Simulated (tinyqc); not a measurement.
# Tunnelling through a gate dielectric, WKB transmission and Tsu-Esaki current: a Fowler-Nordheim plot

Electrons leave the emitter at x = 0. Energies E (motion across the layers) are in eV from the emitter Fermi level; the collector Fermi level lies at -V and offers states at every E. No charge in the dielectric and no image force: F1 = V/t1, U = phi1 - F1 x. With C = hbar^2/(2 m0), kappa = sqrt(m (U - E)/C) where U > E and 0 elsewhere; T(E) = exp(-S), S = 2 times the integral of kappa over x.

The thickness is set to t1 = 6.6 nm and V = F t1. Each layer adds (2/F) sqrt(m/C) [G(u at its left edge) - G(u at its right edge)] to S, with u = U - E (0 where negative) and G(u) = (2/3) u^1.5. J = J0 times the integral of T(E) N(E) dE, N = ln[(1 + exp(-E/Vt))/(1 + exp((-E - V)/Vt))], J0 = q^2 me m0 kB T/(2 pi^2 hbar^3) (times 1e-4 for A/cm^2 per eV), from E = -Ef to far above the barrier (T = 1 there), by quadrature converged to the digits shown. The closed formula is J = A F^2 exp(-B/F), A = q^2 me/(16 pi^2 hbar m1 phi1) (A/V^2 with phi1 in volts), B = (4/3) sqrt(m1/C) phi1^1.5 (V/nm), C = hbar^2/(2 m0); it assumes zero temperature, a deep Fermi sea and S linear in E.

Values chosen for this exercise; dielectric values close to those of silicon dioxide:
- T = 300 K (temperature)
- Ef = 1.6 eV (Fermi energy of the emitter above its band bottom)
- me = 0.92 m0 (emitter mass in the supply function)
- phi1 = 2.98 eV (barrier of layer 1 above the emitter Fermi level at zero bias)
- m1 = 0.52 m0 (tunnelling mass of layer 1)

Constants: q = 1.602176634e-19 C, kB = 1.380649e-23 J/K, hbar = 1.054571817e-34 J s, m0 = 9.1093837015e-31 kg, Vt = kB T/q, hbar^2/(2 m0) = 0.0380998212 eV nm^2. Results are converted to the units shown.

A Fowler-Nordheim plot:
```
F (V/nm)	J (A/cm^2)	J by the formula (A/cm^2)	ln(J/F^2), F in V/cm
0.6	2.577e-11	1.500e-11	-55.60
0.71	2.099e-8	1.459e-8	-49.23
0.83	4.459e-6	3.473e-6	-44.18
0.94	1.904e-4	1.586e-4	-40.68
1.06	0.004864	0.004267	-37.68
1.17	0.05417	0.04920	-35.47
1.29	0.4797	0.4484	-33.48
1.4	2.590	2.472	-31.96
```

The slope of ln(J/F^2) against 1/F between the end rows is -24.82 V/nm, against B = 25.34 V/nm; read as B it gives phi1 = 2.94 eV. The integrated current is 72 % above the formula in the first row and 4.8 % above it in the last. The excess in the first row is thermal: at 20 K it is gone. In 4 of the 8 rows the field exceeds 10 MV/cm (up to 14.0), more than most dielectrics sustain; the model ignores breakdown.

tinyqc, about 0.03 s, one thread, Intel Xeon 2.30GHz (shared host): `OMP_NUM_THREADS=1 python tinyqc.py 2540074 2540075 out.jsonl`
